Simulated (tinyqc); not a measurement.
Worked calculation: CISD on RHF in the 6-311g basis, for He, spin multiplicity 1. One step of it, computed by the program tinyqc.

Question. Orthogonalisation. S = U s U^T; symmetric (Loewdin) form X = U s^(-1/2) U^T, so that X^T S X = 1.

overlap S, lower triangle:
```
,1He 1s,1He 2s,1He 3s
1He 1s,1.000000
1He 2s,0.680472,1.000000
1He 3s,0.328596,0.751574,1.000000
```

Give: eigenvalues of S; X.

Answer.

eigenvalues of S: 0.136  0.673  2.191

X, lower triangle:
```
,1He 1s,1He 2s,1He 3s
1He 1s,1.317
1He 2s,-0.646,1.855
1He 3s,0.151,-0.771,1.437
```
